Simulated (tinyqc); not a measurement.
Range and order of the fit: effective mass of the conduction band from tabulated energies.

c = hbar^2/2m0.
Constants: hbar^2/2m0 = 3.80998211 eV angstrom^2.

Energies along [110], from the band edge:

| k (1/angstrom) | E (meV) |
|---|---|
| 0.000000 | 0.00000 |
| 0.003500 | 1.21350 |
| 0.007000 | 4.83120 |
| 0.010500 | 10.78670 |
| 0.014000 | 18.97540 |
| 0.017500 | 29.26250 |
| 0.021000 | 41.49250 |
| 0.024500 | 55.49790 |
| 0.028000 | 71.10740 |

reference mass (curvature of the model at k = 0.0001 1/angstrom) = 0.038400 m0

Least-squares fits of E = a k^2 (+ b k^4 + d k^6) over points 1 to n, and the line y = c k^2/E against E; errors of m against the reference.

Results:

| n | E at point n (meV) | one term (%) | two terms (%) | three terms (%) | line (%) | rms residual, one term (meV) |
|---|---|---|---|---|---|---|
| 3 | 10.8 | 1.27 | 0.01 | 0.00 | 0.00 | 0.021 |
| 4 | 19.0 | 2.14 | 0.05 | 0.00 | 0.00 | 0.063 |
| 5 | 29.3 | 3.22 | 0.11 | 0.00 | 0.00 | 0.142 |
| 6 | 41.5 | 4.48 | 0.22 | 0.01 | -0.01 | 0.273 |
| 7 | 55.5 | 5.92 | 0.37 | 0.02 | -0.01 | 0.470 |
| 8 | 71.1 | 7.51 | 0.59 | 0.05 | -0.01 | 0.746 |

What can be read from this table?

The error of the parabola goes from +1.27 to +7.51 % as the range widens, and at n = 8 its residual, 0.75 meV, is only 1.0 % of the top energy: a small residual does not vouch for the mass. Over the full range (n = 8) the best form is the line (0.01 %); the line errs by 0.00 % at n = 3 and -0.01 % at n = 8. Without scatter, a narrower range or a second term is the cure: at n = 8 the errors are +7.51, +0.59 and +0.05 % for one, two and three terms. Three terms on three points interpolate exactly.

Run: tinyqc, `OMP_NUM_THREADS=1 python tinyqc.py 1850741 1850742 out.jsonl`; Intel(R) Xeon(R) Processor @ 2.30GHz, one thread, shared host; about 0.01 s of CPU time with all checks.
